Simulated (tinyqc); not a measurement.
Worked calculation: Luttinger-Kohn k.p, four valence bands. One step of it, computed by the program tinyqc.

Problem. Levels at k. Diagonalise the Hermitian matrix.

H(k) at k (eV), order 3/2, 1/2, -1/2, -3/2:
$$\begin{pmatrix}
0.006427 & -0.006222+0.002667i & -0.000692+0.001244i & 0.000000 \\
-0.006222-0.002667i & 0.014253 & 0.000000 & -0.000692+0.001244i \\
-0.000692-0.001244i & 0.000000 & 0.014253 & 0.006222-0.002667i \\
0.000000 & -0.000692-0.001244i & 0.006222+0.002667i & 0.006427
\end{pmatrix}$$

Give: eigenvalues.

Solution.

eigenvalues (eV): [0.0024, 0.0024, 0.0183, 0.0183]
